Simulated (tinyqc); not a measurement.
Liquidus of a compound AB in a simple-solution melt, liquid-phase epitaxy and vapour pressures: one step, computed by the program tinyqc. Command: `OMP_NUM_THREADS=1 python tinyqc.py 3003095 3003096 out.jsonl liq35 walk`. One thread of a shared host (Intel(R) Xeon(R) Processor @ 2.30GHz), about 0.04 s of CPU time with the checks.

x is the atom fraction of B in the melt. The melt is a simple solution: R T ln gamma_B = W (1 - x)^2, R T ln gamma_A = W x^2, W = a + b T. The solid AB is stoichiometric.

Problem. Slope of the liquidus. Liquidus (Vieland): f(x) = R T ln[4 x (1 - x)] + 2 W (1/2 - x)^2 + S_F (T_F - T) = 0. dx/dT = -(df/dT)/f', df/dT = R ln[4 x (1 - x)] + 2 b (1/2 - x)^2 - S_F, f' = (1 - 2x)[R T/(x (1 - x)) - 2 W]. Concentrations: C_L = x N_A/V_L in the melt, C_S = 4/a0^3 in the solid; m = dT/dC_L.

Inputs (values chosen for the exercise, modelled on InAs for the melt):
```
quantity                      value       unit
entropy of fusion S_F          60.9  J/(mol K)
interaction slope b             -41  J/(mol K)
saturation temperature T        783          K
molar volume of the melt V_L   17.3   cm^3/mol
lattice constant a0           6.058   angstrom
```

solubility x = 0.01327097

W = -15.003 kJ/mol

Constants: R = 8.314462618 J/(mol K); N_A = 6.02214076e+23 1/mol; k_B = 8.617333262e-05 eV/K.

Give: dx/dT; C_L; C_S; slope m; apparent heat of solution k_B T^2 d ln x/dT.

Solution.

dx/dT = 2.043e-04 1/K

C_L = 4.620e+20 1/cm^3

C_S = 1.799e+22 1/cm^3

slope m = 1.406e-19 K cm^3

apparent heat of solution k_B T^2 d ln x/dT = 0.8134 eV
